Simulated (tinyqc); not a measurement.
Transit time and capacitance from two cut-off frequencies.

Inverse problem. 1/(2 pi fT) = tauF + Vt C/JC, C the sum of the junction capacitances per area. Find C, tauF and the limit of fT at high current.

Parameters, values chosen for the exercise: temperature T = 250 K.

Constants: q = 1.602176634e-19 C, kB = 1.380649e-23 J/K, Vt = kB T/q. Results are converted to the units shown.

JC (mA/um^2): 0.021  0.5
fT (GHz): 16.089315  42.557955

Answer. The delay is a straight line in 1/JC with slope Vt C and intercept tauF.

C = 6.26 fF/um^2
tauF = 3.47 ps
limit of fT = 45.9 GHz

Computed by the program tinyqc: `OMP_NUM_THREADS=1 python tinyqc.py 2320072 2320073 out.jsonl`, one thread of a shared Intel Xeon 2.30GHz, about 0.01 s for the whole run.
